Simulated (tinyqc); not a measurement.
Single-electron transistor, orthodox theory and master equation: one step of the calculation.

A metal island with n extra electrons joins the left lead (voltage V) and the right lead (0 V) by tunnel junctions and couples to a gate. Cs = CL + CR + Cg. Adding electron n + 1 costs mu(n) = [q (n + 1/2) - CL V - Cg Vg]/Cs (in volts); the Fermi levels are -V (left) and 0 (right). A jump that gains the energy W has the rate G(W) = (W/q)/(R [1 - exp(-W/Vt)]), W in volts, Vt = kB T/q. Sequential tunnelling only; I > 0 flows from left to right.

Task. Probabilities and current. Steady state: p(n + 1)/p(n) = (sum of on rates)/(sum of off rates), normalised. I = q sum_n [p(n + 1) (off to left) - p(n) (on from left)].

Inputs (values chosen for the exercise):
- n0 = -1 (lowest charge state kept)
- n1 = 2 (highest charge state kept)

Constants: q = 1.602176634e-19 C. Results are converted to the units shown.

on from left, n to n + 1, n -1 to 1 (1/ns): [41.668784, 2.3916708, 2.2451291e-4]
on from right, n to n + 1, n -1 to 1 (1/ns): [58.951698, 13.924716, 0.010830509]
off to left, n to n + 1, n -1 to 1 (1/ns): [0.0012903305, 6.2407903, 49.365958]
off to right, n to n + 1, n -1 to 1 (1/ns): [2.4601032e-5, 0.48965635, 32.092385]

Wanted: p(n); I; mean n.

Result.

p(n), n -1 to 2: [3.816e-6, 0.2920, 0.7079, 9.607e-5]
I = 0.5967 nA
mean n = 0.7081

Two plain resistors in series would pass 1.38 nA; this is 43.1 % of that. 2 charge states hold more than 1 % each.

Range of the model: Cotunnelling, which dominates deep in the blockade, is left out.

tinyqc, about 0.01 s, one thread, Intel Xeon 2.30GHz (shared host): `OMP_NUM_THREADS=1 python tinyqc.py 2780116 2780117 out.jsonl`
